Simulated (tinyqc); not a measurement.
Ellipsometry and reflectance of a transparent film on an absorbing substrate: two steps of the calculation.

Air (index 1), film, substrate with N2 = n2 - i k2; time factor exp(+i w t). q_j = sqrt(N_j^2 - sin^2 th), root with positive real part. Fresnel coefficients r_s = (q_a - q_b)/(q_a + q_b), r_p = (N_b^2 q_a - N_a^2 q_b)/(N_b^2 q_a + N_a^2 q_b). tan(Psi) exp(i Delta) = R_p/R_s, Delta taken from 0 to 360 degrees.

Values chosen for this exercise; indices close to those of silicon nitride on silicon:

| symbol | value | unit | meaning |
|---|---|---|---|
| lam | 405 | nm | wavelength |
| th | 60 | degrees | angle of incidence |
| n1 | 2.038 |  | index of the transparent film |
| d | 1.5 | nm | film thickness |
| n2 | 5.42 |  | index of the substrate |
| k2 | 0.329 |  | extinction coefficient of the substrate |

Question 1. Interface coefficients and thickness period. q0, q1, q2 and the coefficients r01 and r12 for p and s; the results repeat in d with the period lam/(2 q1).

Wanted: q0; q1; q2; r01,p; r01,s; r12,p; r12,s; period.

Answer 1.

q0 = 0.5000
q1 = 1.845
q2 = 5.351-0.333i
r01,p = 0.05913
r01,s = -0.5735
r12,p = 0.4194-0.0243i
r12,s = -0.4883+0.0237i
period = 109.8 nm

Question 2. Psi, Delta and reflectances. beta = 2 pi d q1/lam, X = exp(-2 i beta), R = (r01 + r12 X)/(1 + r01 r12 X) for p and s.

q1 = 1.8448425
r01,p = 0.059129324
r01,s = -0.57353213
r12,p = 0.41939140-0.02434205i
r12,s = -0.48831883+0.02369903i

Wanted: beta; X; R_p; R_s; Psi; Delta; |R_p|^2; |R_s|^2.

Answer 2.

beta = 0.04293 rad
X = 0.9963-0.0858i
R_p = 0.4637-0.0572i
R_s = -0.8287+0.0269i
Psi = 29.40 degrees
Delta = 174.8 degrees
|R_p|^2 = 0.2183
|R_s|^2 = 0.6875

The bare substrate gives Psi = 29.40 and Delta = 177.84 degrees.

Program tinyqc, `OMP_NUM_THREADS=1 python tinyqc.py 2870161 2870162 out.jsonl`; Intel Xeon 2.30GHz, shared host, one thread, about 0.01 s.
